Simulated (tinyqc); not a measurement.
Single-junction solar cell, detailed-balance limit: one step of the calculation.

Every photon above the gap Eg makes one pair and none below is absorbed; carriers thermalise at T and move without loss. Jsc = q fs X Phi(Eg, Ts); the dark current is J0 = q ge Phi(Eg, T)/ERE with the Boltzmann factor exp(V/Vt). The efficiency is the electrical power over fs X sigma Ts^4.

Problem. Maximum power point by Newton steps. With v = V/Vt the power is largest where f = (1 + v) exp(v) - 1 - Jsc/J0 vanishes; f' = (2 + v) exp(v), v(new) = v - f/f'.

v at the start = 86
Jsc = 3.6138146 mA/cm^2
J0 = 9.1614906e-27 mA/cm^2

Give: f; f'; v after iteration 1.

Solution.

f = 1.9447e39
f' = 1.9670e39
v after iteration 1 = 85.011

Program tinyqc, `OMP_NUM_THREADS=1 python tinyqc.py 2820019 2820020 out.jsonl`; Intel Xeon 2.30GHz, shared host, one thread, about 0.01 s.
